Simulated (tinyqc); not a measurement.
## Capacitances against the line height

Endless row of lines of width wl, height tl and space sl between grounded planes at distance hd; e2 fills the gaps beside the lines, e1 the rest. Laplace's equation is solved on meshes of 3, 6 and 12 steps per unit u and extrapolated (Aitken), which is good to about 0.2 %. C_even (all lines at 1 V) is the capacitance Cg to the planes; C_odd (neighbours in antiphase) = Cg + 4 Cc if only nearest neighbours couple, which defines Cc; total with quiet neighbours Cg + 2 Cc. Plate values 2 eps0 e1 wl/hd and eps0 e2 tl/sl.

Parameters, values chosen for the exercise:
- e1 = 2.7 (relative permittivity above and below the lines)
- e2 = 2 (relative permittivity between the lines)
- wl = 6 u (line width, in units u)
- sl = 6 u (space between lines)
- hd = 4 u (distance to each plane)

Constants: eps0 = 8.8541878128e-12 F/m. Results are converted to the units shown.

The same in every row: plate Cg (aF/um) = 71.7.

Result of one run:
columns A: tl (u); B: Cg (aF/um); C: Cc (aF/um); D: Cg + 2 Cc (aF/um); E: C_odd (aF/um); F: plate Cc (aF/um); G: share of coupling, 2 Cc/(Cg + 2 Cc) (%)
```
A    B     C    D    E     F     G
8  125  23.8  172  220  23.6  27.6
```

What becomes of these results when the line height tl is changed from 8 to 6 u, all else the same?

Result of the changed run:
columns A: tl (u); B: Cg (aF/um); C: Cc (aF/um); D: Cg + 2 Cc (aF/um); E: C_odd (aF/um); F: plate Cc (aF/um); G: share of coupling, 2 Cc/(Cg + 2 Cc) (%)
```
A    B     C    D    E     F     G
6  124  18.0  160  196  17.7  22.5
```

The whole series:
columns A: tl (u); B: Cg (aF/um); C: Cc (aF/um); D: Cg + 2 Cc (aF/um); E: C_odd (aF/um); F: plate Cc (aF/um); G: share of coupling, 2 Cc/(Cg + 2 Cc) (%)
```
A     B     C    D    E     F     G
2   120  7.28  134  149  5.90  10.9
4   123  12.4  148  173  11.8  16.8
6   124  18.0  160  196  17.7  22.5
8   125  23.8  172  220  23.6  27.6
12  125  35.6  196  267  35.4  36.3
16  125  47.4  220  315  47.2  43.1
```

As tl goes from 2 to 16, Cg rises from 120 to 125 aF/um, Cc rises from 7.28 to 47.4 aF/um and the share of coupling rises from 10.9 to 43.1 %. Cg is 1.67 times its plate value in the first row and 1.74 times in the last; for Cc the ratios are 1.23 and 1.00. Neighbours in antiphase raise the load by a factor of 1.11 and 1.43 over quiet ones.

Computed by the program tinyqc: `OMP_NUM_THREADS=1 python tinyqc.py 2790215 2790216 out.jsonl`, one thread of a shared Intel Xeon 2.30GHz, about 0.5 s for the whole run.
